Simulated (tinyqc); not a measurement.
Fully depleted semiconductor-on-insulator film with two gates, non-linear Poisson equation by Newton steps: one step of the calculation.

One dimension across the film, front interface at x = 0, back interface at x = ts. psi is counted from the intrinsic level, n = ni exp(psi/Vt) (source grounded), holes neglected, acceptors ionised. Gates act through Cox = eps0 eox/tox and Cbox = 3.9 eps0/tb with potentials G1 = Vg - (phiM - chi - Vt ln(Nc/ni)) and G2 = Vb - (phiB - chi - Vt ln(Nc/ni)). Classical Boltzmann densities, no interface charge, no depletion in the back plane.

Task. Density, residual and Jacobian diagonal. Nodes 0 to 10, h = ts/10, box widths w = h (h/2 at both ends), a = eps0 eps_r/h. F_i = a (psi_(i+1) - 2 psi_i + psi_(i-1)) - q w_i (n_i + Na); F_0 = a (psi_1 - psi_0) + Cox (G1 - psi_0) - q w_0 (n_0 + Na); F_10 = a (psi_9 - psi_10) + Cbox (G2 - psi_10) - q w_10 (n_10 + Na). Diagonal b_i = -2 a - q w_i n_i/Vt, with -a - Cox and -a - Cbox in place of -2 a at the ends.

Inputs (values chosen for the exercise); band and dielectric values those of a made-up semiconductor:
```
symbol  value   unit                                                                 meaning
T         350      K                                                             temperature
eox       3.9         relative permittivity of the gate insulator (close to silicon dioxide)
tox       1.6     nm                                                     insulator thickness
ts         26     nm                                                          film thickness
tb         58     nm                                      buried-oxide thickness (eps_r 3.9)
Na       1e15  cm^-3                                            acceptor density of the film
```

Constants: q = 1.602176634e-19 C, kB = 1.380649e-23 J/K, Vt = kB T/q, eps0 = 8.8541878128e-14 F/cm where lengths are in cm. Results are converted to the units shown.

psi at the start, node 0 to 10 (V): 0.2  0.2  0.2  0.2  0.2  0.2  0.2  0.2  0.2  0.2  0.2
ni = 9.8434841e10 cm^-3
a = 4.4270939 uF/cm^2
G1 = 0.98556277 V
G2 = -0.46443723 V

Wanted: n; residual F; diagonal b.

Result.

```
node  n (cm^-3)  residual F (1e-6 C/cm^2)  diagonal b (F/cm^2)
0     7.4649e13                    1.6954           -6.5854e-6
1     7.4649e13                    0.0000           -8.8543e-6
2     7.4649e13                    0.0000           -8.8543e-6
3     7.4649e13                    0.0000           -8.8543e-6
4     7.4649e13                    0.0000           -8.8543e-6
5     7.4649e13                    0.0000           -8.8543e-6
6     7.4649e13                    0.0000           -8.8543e-6
7     7.4649e13                    0.0000           -8.8543e-6
8     7.4649e13                    0.0000           -8.8543e-6
9     7.4649e13                    0.0000           -8.8543e-6
10    7.4649e13                   -0.0396           -4.4867e-6
```

Numbers from tinyqc (`OMP_NUM_THREADS=1 python tinyqc.py 2190114 2190115 out.jsonl`; about 0.5 s on one thread of a shared Intel Xeon 2.30GHz).
